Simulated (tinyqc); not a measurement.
Worked calculation: spin coating of a resist or spin-on film: centrifugal thinning, evaporation and the final thickness (Emslie and Meyerhofer models). Computed by tinyqc, a small Python program that keeps every step. Command: `OMP_NUM_THREADS=1 python tinyqc.py 3111507 3111508 out.jsonl spincoat walk`. One thread of a shared host (Intel(R) Xeon(R) Processor @ 2.30GHz), about 0.1 s of CPU time with the checks. Intermediate numbers are printed to about 5 digits and carried at full precision; extremes and crossings named in words are read from the listed rows.

A Newtonian film stays uniform over the wafer; solvent and solids have the same density and the concentration is uniform through the thickness.

Inputs (values chosen for the exercise, of the order of those of a polymer resist in an ester solvent):

| quantity | value | unit |
|---|---|---|
| solids volume fraction c0 | 0.067 | - |
| kinematic viscosity of the solvent nu_s | 1.5 | mm^2/s |
| viscosity constant k | 1200 | mm^2/s |
| viscosity exponent gamma | 2.9 | - |
| spin speed f | 1500 | rpm |
| evaporation rate at 1000 rpm e0 | 0.15 | micrometre/s |
| starting thickness h0 | 600 | micrometre |
| time t | 1.2 | s |
| wafer radius R | 150 | mm |
| shrinkage in the bake | 15 | % |

## Rates

omega = 2 pi f/60; nu(c) = nu_s + k c^gamma; evaporation rate e = e0 sqrt(f/1000 rpm). Flow constant K = 2 omega^2/(3 nu(c0)); Reynolds number of the air omega R^2/nu_air with nu_air = 15 mm^2/s.

omega = 157.08 1/s

nu(c0) = 1.9729 mm^2/s

evaporation rate e = 0.18371 micrometre/s

flow constant K = 0.0083375 1/(micrometre^2 s)

Reynolds number of the air = 2.3562e+05

## Thinning without evaporation

dh/dt = -K h^3 gives h = h0/sqrt(1 + 2 K h0^2 t); for long times h = 1/sqrt(2 K t).

h(t) without evaporation = 7.0688 micrometre

long-time form = 7.0693 micrometre

time 1/(2 K h0^2) = 1.6658e-04 s

The long-time form is within 0.0069 %: the starting thickness is forgotten.

## The two-stage estimate

Meyerhofer estimate: flow rules until (1 - c0) K h^3 = e, then evaporation alone: h_w = (e/((1 - c0) K))^(1/3), dry film c0 h_w.

wet thickness h_w = 2.8691 micrometre

dry film, estimate = 192.23 nm

drying time (1 - c0) h_w/e = 14.571 s

## First explicit step of the full model

Solids s and liquid l per area start at s = c0 h0, l = (1 - c0) h0. With h = h0 and c = c0: Q = K h^3, K = 2 omega^2/(3 nu); one Euler step of length dt = 0.01 h0/Q for s and l, ds/dt = -c Q, dl/dt = -(1 - c) Q - e.

Q = 1.8009e+06 micrometre/s

dt = 3.3317e-06 s

s = 39.798 micrometre

l = 554.20 micrometre

Q/e at the start = 9.8029e+06

## The full model

Full model for solids s and liquid l per area, h = s + l, c = s/h: ds/dt = -c Q, dl/dt = -(1 - c) Q - e, Q = 2 omega^2 h^3/(3 nu(c)); integrated adaptively (relative tolerance 1e-9) until l = 0. Dry film = s at l = 0, before the bake; film after the bake = s x (1 - shrinkage).

time to dry = 18.406 s

dry film = 208.50 nm

film after the bake = 177.22 nm

## Course in time

Times are fractions of the time to dry.

History:

| fraction | t (s) | h (micrometre) | c | nu (mm^2/s) | Q/e | s (nm) |
|---|---|---|---|---|---|---|
| 0.003 | 0.055 | 32.903 | 0.06701 | 1.973 | 1.6163e+03 | 2204.9 |
| 0.010 | 0.184 | 18.032 | 0.06708 | 1.975 | 2.6585e+02 | 1209.6 |
| 0.030 | 0.552 | 10.389 | 0.06744 | 1.982 | 5.0651e+01 | 700.6 |
| 0.100 | 1.841 | 5.603 | 0.06972 | 2.031 | 7.7542e+00 | 390.7 |
| 0.200 | 3.681 | 3.822 | 0.07515 | 2.160 | 2.3149e+00 | 287.2 |
| 0.350 | 6.442 | 2.660 | 0.08832 | 2.554 | 6.5985e-01 | 234.9 |
| 0.500 | 9.203 | 1.958 | 0.11041 | 3.513 | 1.9133e-01 | 216.2 |
| 0.700 | 12.884 | 1.227 | 0.17058 | 8.608 | 1.9192e-02 | 209.2 |
| 0.900 | 16.566 | 0.547 | 0.38142 | 74.823 | 1.9549e-04 | 208.5 |

Q/e drops below 1 between t = 3.7 and 6.4 s, when c has risen from 0.067 to about 0.088; after that row the solids fall by a further 11 %. The full model gives 1.08 times the two-stage estimate.

## Spin curve

The formulas are those given above.

Dry film against speed:

| f (rpm) | full model (nm) | estimate (nm) | time to dry (s) |
|---|---|---|---|
| 500 | 361.13 | 332.95 | 55.218 |
| 1000 | 255.36 | 235.43 | 27.609 |
| 1500 | 208.50 | 192.23 | 18.406 |
| 2000 | 180.56 | 166.47 | 13.805 |
| 3000 | 147.43 | 135.93 | 9.203 |
| 4000 | 127.68 | 117.71 | 6.902 |
| 6000 | 104.25 | 96.11 | 4.602 |

The full thickness goes as f^-0.500; the estimate as (e/omega^2)^(1/3) = f^(-1/2). The time to dry goes as f^-1.00. A thickness window of 1 % allows a speed error of about 2 %.

Checks made by the program: constant-viscosity run against c0 h0 exp(-int K h^2 dt) (relative difference 2e-05).
